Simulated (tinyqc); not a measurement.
Convergence with the size of the ring: vibrations of a mass or spring defect in a linear chain. Computed by tinyqc, a small Python program. Command: `OMP_NUM_THREADS=1 python tinyqc.py 3009811 3009812 out.jsonl localmode walk`. One thread of a shared host (Intel(R) Xeon(R) Processor @ 2.30GHz), about 0.01 s of CPU time with the checks.

A ring of N atoms with nearest-neighbour springs k and motion along the chain. Atom 1 is the defect, of mass M', and its two springs are k'. All other atoms have the mass M.

Inputs (values chosen for the exercise, for a model chain):
```
quantity,value,unit
spring constant k,9.05,eV/angstrom^2
host mass M,112,u
defect mass M',60.3,u
spring ratio k'/k at the defect,1,-
```

Host: monatomic.

Constants: nu for 1 eV/(angstrom^2 u) = 15.6333042 THz.

Method:
- Host band: lambda from 0 to 4k/M.
- nu = 15.6333042 THz x sqrt(lambda), lambda in eV/(angstrom^2 u).
- D_ii = (sum of the two springs at i)/M_i, D_ij = -k_ij/sqrt(M_i M_j) for neighbours, closed into a ring.
- The same matrix for 120 atoms; amplitudes are the mass-weighted eigenvector, in size, relative to the defect, for the highest mode; its weight is the squared component of the normalised eigenvector on the defect.

band edges (THz): [0.00000, 8.88784]

ratio to the top of the host band = 1.12729

highest frequency, long ring = 10.0192 THz

weight of the highest mode on the defect = 0.631643

Highest mode:
```
N,frequency (THz),weight on the defect,modes outside the bands
4,10.109,0.59257,1
6,10.032,0.61828,1
8,10.021,0.62875,1
12,10.019,0.63155,1
20,10.019,0.63164,1
40,10.019,0.63164,1
80,10.019,0.63164,1
120,10.019,0.63164,1
```

The local mode is within 0.01 % of its final value from N = 12 on, and its weight on the defect settles at 0.632: a bound mode needs only a cell larger than its decay length.

Extremes, crossings and ranges named in words are read from the listed rows.
